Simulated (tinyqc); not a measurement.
Free and nearly free electrons in a metal, step by step. Values are carried at full precision from step to step, so a last printed digit may differ when a step is redone from the rounded ones.

The cubic cell holds 2 atoms: n = 2 z/a^3, kF = (3 pi^2 n)^(1/3), EF = c kF^2/m, vF = 2 c kF/(m hbar), c = hbar^2/2m0; rs = (3/(4 pi n))^(1/3)/a0; D(EF) = 3 n/(2 EF).

Constants: hbar^2/2m0 = 3.80998211 eV angstrom^2; hbar = 6.58211957e-16 eV s; a0 (Bohr radius) = 0.5291772105 angstrom; kB = 8.617333262e-05 eV/K.

Values chosen for the exercise (near those of W, whose d bands this model ignores; the results hold for these values, not for the real material):
```
symbol  value  unit          meaning
a       3.146  angstrom      bcc lattice constant
z       2                    free electrons an atom
m       1      m0            mass
rho     5.91   micro-ohm cm  bulk resistivity
T       300    K
V       0.69   eV            |V_G| for G = (110)
x       0.93                 k along G as a share of |G|/2
```

## The Fermi sphere

Evaluate the free-electron quantities.

n = 0.12846 1/angstrom^3
kF = 1.5610 1/angstrom
EF = 9.284 eV
vF = 1.807e+06 m/s
rs = 2.323
D(EF) per atom = 0.3231 1/eV

## Relaxation time and mean free path

Drude: 1/rho = n e^2 tau/(m m0) with e = 1.602176634e-19 C and m0 = 9.1093837e-31 kg; mean free path l = vF tau; rho l = hbar kF/(n e^2) = 12 pi^3 hbar/(e^2 S) with S = 4 pi kF^2 does not depend on tau or m.

Use SI units: n in 1/m^3 (1e30 per 1/angstrom^3), rho in ohm m (1e-8 per micro-ohm cm).

tau = 4.67 fs
l = 8.45 nm
rho l = 4.992 1e-16 ohm m^2

Wires lose conductivity to surfaces and grain boundaries, with an excess that scales as rho l over the width and is of the order of rho itself at a width of l = 8 nm. For a transition metal free electrons can miss l and rho l by a factor of two.

## Thermal quantities

gamma = (pi^2/3) kB^2 D(EF) per atom, times 96485.33 x 1e3 for mJ/(mol K^2); mu(T) = EF (1 - (pi kB T/EF)^2/12); Wiedemann-Franz kappa = L0 T/rho with L0 = (pi^2/3) (kB/e)^2, kB/e in V/K.

gamma = 0.762 mJ/(mol K^2)
mu - EF = -0.0592 meV
kappa = 124 W/(m K)

The d states at EF, left out, make the measured gamma larger.

## The sphere against the zone faces

Take G = (hkl) 2 pi/a for (110), (200) and (211), with the number of equivalent faces. The Bragg plane of G lies at |G|/2 with |G| = (2 pi/a) sqrt(h^2 + k^2 + l^2). Where kF exceeds it, the sphere cuts the plane in a circle of radius sqrt(kF^2 - G^2/4).

Distance and circle for each G:
```
G,faces,|G|/2 (1/angstrom),kF/(|G|/2),circle radius
(110),12,1.4122,1.1053,0.6651
(200),6,1.9972,0.7816,-
(211),24,2.4461,0.6382,-
```

The sphere crosses the (110) faces, so electrons spill into higher zones.

## Two plane waves near the face

Two plane waves k and k - G, G = (110) (2 pi/a): H = [[c k^2/m, V], [V, c (k - G)^2/m]] with c = hbar^2/2m0.

Build H for k along G, diagonalise, and give the weight of the first wave in the lower state and its velocity along G relative to a free electron, (w k + (1 - w)(k - G))/k.

H (eV):
```
,1,2
1,6.5721,0.6900
2,0.6900,8.6997
```

levels (eV): 6.3679  8.9038

w = 0.9195
v/v_free = 0.8269

The splitting is 2.536 eV here and 2V = 1.38 eV on the face, where the normal velocity vanishes. There the lower band lies at 6.909 eV and the upper at 8.289 eV, both below the free EF of 9.284 eV: the face centre is filled in both bands and band 2 holds electrons here, while band 1 may keep holes at the zone corners.

## Checks

- Lower level against the closed form of the 2 x 2 problem (eV): both 6.3679.
- The product rho l against hbar kF/(n e^2) (1e-16 ohm m^2): both 4.992.

Run: tinyqc, `OMP_NUM_THREADS=1 python tinyqc.py 1652202 1652203 out.jsonl`; Intel(R) Xeon(R) Processor @ 2.30GHz, one thread, shared host; about 0.01 s of CPU time with all checks.
